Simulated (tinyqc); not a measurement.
Pillar capacitor in an array: capacitance, non-linearity, leakage and relaxation: two steps of the calculation.

A film between two metal electrodes, each interface adding a series capacitance ci. The small-signal permittivity is ek (1 + aq E^2); the field is found with the linear permittivity. Leakage J = J0 sinh(E/Ef). After a voltage step the film passes a relaxation current kr C V tt^(-nr), tt being the time in seconds. The sidewall is a coaxial capacitor with radii a = dm/2 and b = dm/2 + t, depth AR dm; the end face is left out.

Parameters, values chosen for the exercise; permittivity of the order of that of aluminium oxide: relative permittivity of the film ek = 9.3; film thickness t = 4.2 nm; capacitance of each electrode interface (dead layer and screening) ci = 210 uF/cm^2; quadratic field coefficient of the permittivity aq = 0.0043 cm^2/MV^2; bias V = 1.2 V; leakage prefactor J0 = 4.1e-11 A/cm^2; field for an e-fold rise of the leakage Ef = 0.46 MV/cm; diameter of the pillar dm = 37 nm; aspect ratio, depth over diameter AR = 30; pitch of the square array pt = 83 nm; resistivity of the inner electrode rho = 380 uohm cm.

Constants: eps0 = 8.8541878128e-14 F/cm where lengths are in cm. Results are converted to the units shown.

Task 1. Planar capacitance, field and non-linearity. Planar film: Cf = eps0 ek/t, 1/C = 1/Cf + 2/ci, EOT = 3.9 eps0/C, effective permittivity C t/eps0, E = (V/t) C/Cf; quadratic coefficient [C(V)/C - 1]/V^2 with Cf (1 + aq E^2) in C(V).

Give: Cf; C; EOT; effective permittivity; E; quadratic coefficient; J.

Result 1.

Cf = 1.9606 uF/cm^2
C = 1.9246 uF/cm^2
EOT = 1.7942 nm
effective permittivity = 9.1295
E = 2.8048 MV/cm
quadratic coefficient = 23046 ppm/V^2
J = 9.1157e-9 A/cm^2

The interfaces take 1.83 % of the voltage.

Task 2. Cell capacitance, fields and time constant. Per length 1/c = ln(b/a)/(2 pi eps0 ek) + (1/a + 1/b)/(2 pi ci); cell capacitance c AR dm; per footprint over pt^2; fields c V/(2 pi eps0 ek r) at r = a and b; resistance of the inner electrode rho AR dm/(pi a^2); time constant R C/3 of the distributed line.

Wanted: a; b; cell capacitance; capacitance per footprint; field at a; field at b; R; R C/3.

Result 2.

a = 18.500 nm
b = 22.700 nm
cell capacitance = 2.7552 fF
capacitance per footprint = 39.994 uF/cm^2
field at a = 3.1119 MV/cm
field at b = 2.5361 MV/cm
R = 3.9230 kohm
R C/3 = 3.6028 ps

The array gives 20.8 times the planar capacitance per footprint; curvature makes the field at the inner electrode 1.11 times the planar value.

Numbers from tinyqc (`OMP_NUM_THREADS=1 python tinyqc.py 2102040 2102041 out.jsonl`; about 0.01 s on one thread of a shared Intel Xeon 2.30GHz).
